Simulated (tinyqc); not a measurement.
Transfer-length model of a contact: effect of the contact length.

A metal contact of length d and width W on a thin layer of the same width. The metal has no resistance, the sheet resistance under it equals Rsh, and current enters the layer at the front edge x = 0.

Transfer length Lt = sqrt(rc/Rsh); front resistance Rc = (Rsh Lt/W) coth(d/Lt); end resistance Re = (Rsh Lt/W)/sinh(d/Lt).

Values chosen for this exercise:
```
symbol   value      unit                                      meaning
Rsh         22    ohm/sq  sheet resistance of the semiconductor layer
rc      8.1e-6  ohm cm^2                 specific contact resistivity
W          240        um                                contact width
```

Effect of the contact length:
```
d (um)	d/Lt	Rc W (ohm um)	rc/d (ohm um)	Re/Rc
0.69	0.11372	1179.0	1173.9	0.99357
1	0.16480	817.32	810.00	0.98657
1.6	0.26369	517.93	506.25	0.96621
2.3	0.37905	368.88	352.17	0.93222
3.5	0.57682	256.54	231.43	0.85395
5.2	0.85698	192.16	155.77	0.71930
7.8	1.2855	155.60	103.85	0.51376
12	1.9777	138.70	67.500	0.27159
18	2.9665	134.20	45.000	0.10270
26	4.2849	133.54	31.154	0.027544
```

Rc W falls from 1180 to 134 ohm um, as d^(-0.99) between the first two rows. It levels off at sqrt(rc Rsh) = 133 ohm um and, among the rows, is within 5 % of that from d = 12 um on (Lt = 6.07 um): metal beyond two transfer lengths lowers Rc by less than 4 %.

Numbers from tinyqc (`OMP_NUM_THREADS=1 python tinyqc.py 2760128 2760129 out.jsonl`; about 0.01 s on one thread of a shared Intel Xeon 2.30GHz).
